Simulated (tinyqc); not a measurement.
Inside a calculation. Method: Hubbard ring of 4 sites. One step of it, computed by the program tinyqc.

Problem. The many-body Hamiltonian. Basis: all placements (u, d, 2, 0 on each site), up operators ordered before down ones; hops carry the sign of the same-spin electrons passed.

one-body matrix (hopping and site energies) (eV), lower triangle:
```
           1          2          3         4
1   0.000000
2  -1.130000   0.000000
3   0.000000  -1.130000   0.000000
4  -1.130000   0.000000  -1.130000  0.000000
```

U = 0.600000 eV

electrons, up and down: 1  1

Give: H.

Solution.

H (eV), lower triangle:
```
         2000     ud00     u0d0     u00d     du00     0200     0ud0     0u0d
2000   0.6000
ud00  -1.1300   0.0000
u0d0   0.0000  -1.1300   0.0000
u00d  -1.1300   0.0000  -1.1300   0.0000
du00  -1.1300   0.0000   0.0000   0.0000   0.0000
0200   0.0000  -1.1300   0.0000   0.0000  -1.1300   0.6000
0ud0   0.0000   0.0000  -1.1300   0.0000   0.0000  -1.1300   0.0000
0u0d   0.0000   0.0000   0.0000  -1.1300  -1.1300   0.0000  -1.1300   0.0000
d0u0   0.0000   0.0000   0.0000   0.0000  -1.1300   0.0000   0.0000   0.0000
0du0   0.0000   0.0000   0.0000   0.0000   0.0000  -1.1300   0.0000   0.0000
0020   0.0000   0.0000   0.0000   0.0000   0.0000   0.0000  -1.1300   0.0000
00ud   0.0000   0.0000   0.0000   0.0000   0.0000   0.0000   0.0000  -1.1300
d00u  -1.1300   0.0000   0.0000   0.0000   0.0000   0.0000   0.0000   0.0000
0d0u   0.0000  -1.1300   0.0000   0.0000   0.0000   0.0000   0.0000   0.0000
00du   0.0000   0.0000  -1.1300   0.0000   0.0000   0.0000   0.0000   0.0000
0002   0.0000   0.0000   0.0000  -1.1300   0.0000   0.0000   0.0000   0.0000

         d0u0     0du0     0020     00ud     d00u     0d0u     00du    0002
d0u0   0.0000
0du0  -1.1300   0.0000
0020   0.0000  -1.1300   0.6000
00ud  -1.1300   0.0000  -1.1300   0.0000
d00u  -1.1300   0.0000   0.0000   0.0000   0.0000
0d0u   0.0000  -1.1300   0.0000   0.0000  -1.1300   0.0000
00du   0.0000   0.0000  -1.1300   0.0000   0.0000  -1.1300   0.0000
0002   0.0000   0.0000   0.0000  -1.1300  -1.1300   0.0000  -1.1300  0.6000
```
